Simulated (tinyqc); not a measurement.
p-n diode with diffusion and depletion-layer recombination: one step of the calculation.

Abrupt junction in the depletion approximation, low injection, full ionisation, neutral widths fixed, ohmic contact on the p side. Vj is the junction voltage; where a series resistance Rs is given, V = Vj + J Rs is the terminal voltage.

Question. New Vj. Diffusion current alone: J = J0 (exp(Vj/Vt) - 1), g = Vj + J Rs - V, g' = 1 + Rs J0 exp(Vj/Vt)/Vt, Vj(new) = Vj - g/g'.

Parameters, values chosen for the exercise; band and dielectric values close to those of germanium:
```
symbol,value,unit,meaning
T,250,K,temperature
Rs,0.00079,ohm cm^2,series resistance
V,0.3,V,terminal voltage
```

Constants: q = 1.602176634e-19 C, kB = 1.380649e-23 J/K, Vt = kB T/q. Results are converted to the units shown.

Vj at the start = 0.3 V
J0 = J0n + J0p = 5.3998111e-6 A/cm^2

Wanted: J; g; g'; Vj after iteration 1.

Answer.

J = 6.027 A/cm^2
g = 0.004761 V
g' = 1.221
Vj after iteration 1 = 0.2961 V

Program tinyqc, `OMP_NUM_THREADS=1 python tinyqc.py 2260029 2260030 out.jsonl`; Intel Xeon 2.30GHz, shared host, one thread, about 0.01 s.
